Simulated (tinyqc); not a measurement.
Inputs raised by 5 %, one at a time: leakage currents through a thin dielectric. Computed by tinyqc, a small Python program. Command: `OMP_NUM_THREADS=1 python tinyqc.py 3018244 3018245 out.jsonl leak sens`. One thread of a shared host (Intel(R) Xeon(R) Processor @ 2.30GHz), about 0.4 s of CPU time with the checks.

Electrons leave an electrode with Fermi energy E_F above its band bottom; barriers are counted from the Fermi level, and both electrodes are alike. They cross the interlayer first.

Inputs (values chosen for the exercise, modelled on Si3N4): barrier height phi_B = 2.15 eV; tunnelling mass m = 0.35 m_0; static permittivity k = 7.66; optical permittivity k_o = 4.04; trap depth phi_t = 1.2 eV; Poole-Frenkel prefactor sigma_0 = 6.7e-05 S/cm; thickness t = 3.9 nm; electrode Fermi energy E_F = 4.4 eV; electrode mass m_e = 1 m_0; voltage V = 1.4 V; temperature T = 473 K; interlayer thickness t_i = 0.69 nm; interlayer barrier phi_i = 3.17 eV; interlayer mass m_i = 0.45 m_0; interlayer permittivity k_i = 3.6.

Stack: dielectric on an interlayer.

Constants: m_0 = 9.1093837015e-31 kg; e = 1.602176634e-19 C; hbar = 1.054571817e-34 J s; k_B = 8.617333262e-05 eV/K; k_B = 1.380649e-23 J/K; eps_0 = 8.8541878128e-12 F/m; h = 6.62607015e-34 J s.

Method:
- Fields: F_i = V/(t_i + t k_i/k), F = F_i k_i/k; equivalent oxide thickness 3.9 (t/k + t_i/k_i).
- WKB: a layer of mass m, field F and barrier b(x) = b_0 - e F x gives the exponent (4 sqrt(2 m)/(3 hbar e F)) [b_0^(3/2) - max(b_0 - e F t, 0)^(3/2)] for b_0 > 0; b_0 = barrier - (E - E_F), less e F_i t_i for the second layer; the transmission is D(E) = exp(-sum of exponents), without image force.
- Tsu-Esaki: J = (e m_e k_B T/(2 pi^2 hbar^3)) int D(E) ln[(1 + exp((E_F - E)/k_B T))/(1 + exp((E_F - eV - E)/k_B T))] dE over the normal energy E (its change with the mass at an interface is neglected) from max(0, E_F - 3 eV) to E_F + largest barrier, by 100 Gauss-Legendre points in each part, split at E_F - 0.3 eV (if inside the range) and E_F + 8 k_B T.
- The mean energy weights E - E_F by the integrand.
- Schottky emission J = A T^2 exp(-(phi_B - sqrt(e^3 F/(4 pi k_o eps_0)))/k_B T), A = 4 pi e m k_B^2/h^3 with the tunnelling mass; Poole-Frenkel J = sigma_0 F exp(-(phi_t - sqrt(e^3 F/(pi k_o eps_0)))/k_B T); both use the field F of the dielectric and ignore the interlayer.

Runs; columns: (1) input moved; (2) from; (3) to; (4) tunnel current density (A/cm^2); (5) transmission D(E_F); (6) equivalent oxide thickness (nm); (7) Schottky current density (A/cm^2):
```
(1)                         (2)     (3)         (4)         (5)     (6)         (7)
base run                      -       -  1.8805e-07  1.0198e-15  2.7331  2.0608e-13
barrier height phi_B (eV)  2.15  2.2575  6.2879e-08  3.2880e-16  2.7331  1.4745e-14
static permittivity k      7.66   8.043  2.0297e-07  1.1028e-15  2.6386  1.9591e-13
optical permittivity k_o   4.04   4.242  1.8805e-07  1.0198e-15  2.7331  1.7209e-13
trap depth phi_t (eV)       1.2    1.26  1.8805e-07  1.0198e-15  2.7331  2.0608e-13
thickness t (nm)            3.9   4.095  4.4703e-08  2.5234e-16  2.8324  1.8055e-13
voltage V (V)               1.4    1.47  3.1108e-07  1.7137e-15  2.7331  2.4789e-13
temperature T (K)           473  496.65  1.9886e-07  1.0198e-15  2.7331  1.9615e-12
```

Exponents ln(y'/y) / ln(x'/x):
```
input                     tunnel current density  transmission D(E_F)  equivalent oxide thickness  Schottky current density
barrier height phi_B                     -22.453              -23.199                       0.000                   -54.056
static permittivity k                      1.565                1.605                      -0.722                    -1.038
optical permittivity k_o                   0.000                0.000                       0.000                    -3.695
trap depth phi_t                           0.000                0.000                       0.000                     0.000
thickness t                              -29.445              -28.623                       0.731                    -2.711
voltage V                                 10.317               10.639                       0.000                     3.786
temperature T                              1.146                0.000                       0.000                    46.181
```

Among the inputs moved here: tunnel current density answers most in size to thickness t (exponent -29.445), next to barrier height phi_B (-22.453); its exponent is below 0.0005 for optical permittivity k_o, trap depth phi_t. Transmission D(E_F) answers most in size to thickness t (exponent -28.623), next to barrier height phi_B (-23.199); its exponent is below 0.0005 for optical permittivity k_o, trap depth phi_t, temperature T. equivalent oxide thickness answers most in size to thickness t (exponent +0.731), and about equally to static permittivity k (-0.722); its exponent is below 0.0005 for barrier height phi_B, optical permittivity k_o, trap depth phi_t, voltage V, temperature T. Schottky current density answers most in size to barrier height phi_B (exponent -54.056), next to temperature T (+46.181); its exponent is below 0.0005 for trap depth phi_t.
